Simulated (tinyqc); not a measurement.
Worked calculation: one-electron ion in a basis of Gaussians. One step of it, computed by the program tinyqc.

Question. Matrices over normalised Gaussians. With p = a_i + a_j and I(k) = Gamma((k+1)/2) / (2 p^((k+1)/2)): S = I(2l+2), T = (2l+3) a_i a_j S / p, V = -Z I(2l+1), each divided by sqrt(S_ii S_jj).

exponents of r^l exp(-a r^2) (1/bohr^2): 0.333800  1.459000  6.380000  27.890000  121.900000  533.100000

Z = 5

l = 1

Give: S; T; V.

Answer.

S, lower triangle:
```
        1       2       3       4       5       6
1  1.0000
2  0.5348  1.0000
3  0.1246  0.5346  1.0000
4  0.0217  0.1246  0.5347  1.0000
5  0.0035  0.0217  0.1247  0.5348  1.0000
6  0.0006  0.0035  0.0217  0.1246  0.5345  1.0000
```

T (hartree), lower triangle:
```
        1       2        3        4         5          6
1  0.8345
2  0.7264  3.6475
3  0.1976  3.1740  15.9500
4  0.0359  0.8637  13.8820  69.7250
5  0.0059  0.1567   3.7787  60.6908  304.7500
6  0.0009  0.0256   0.6852  16.5113  265.1724  1332.7500
```

V (hartree), lower triangle:
```
         1        2         3         4         5          6
1  -3.0732
2  -2.6932  -6.4250
3  -1.2144  -5.6297  -13.4357
4  -0.4344  -2.5386  -11.7738  -28.0914
5  -0.1463  -0.9081   -5.3103  -24.6183  -58.7287
6  -0.0486  -0.3058   -1.8989  -11.0999  -51.4567  -122.8155
```
